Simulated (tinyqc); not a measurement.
## Area and perimeter leakage from two diodes

Inverse problem. A square diode and a finger diode leak I = JA area + JP perimeter. Find JA, JP and the side of the square at which both parts are equal.

areas (um^2): 90000  280000
perimeters (um): 1200  57400
leakage currents (pA): 10.536000  61.222000

Answer. Two linear equations give JA and JP; for a square of side a, JA a^2 = 4 JP a at a = 4 JP/JA.

JA = 1.10e-8 A/cm^2
JP = 5.30e-12 A/cm
side for equal parts = 19.3 um

Numbers from tinyqc (`OMP_NUM_THREADS=1 python tinyqc.py 2290131 2290132 out.jsonl`; about 0.01 s on one thread of a shared Intel Xeon 2.30GHz).
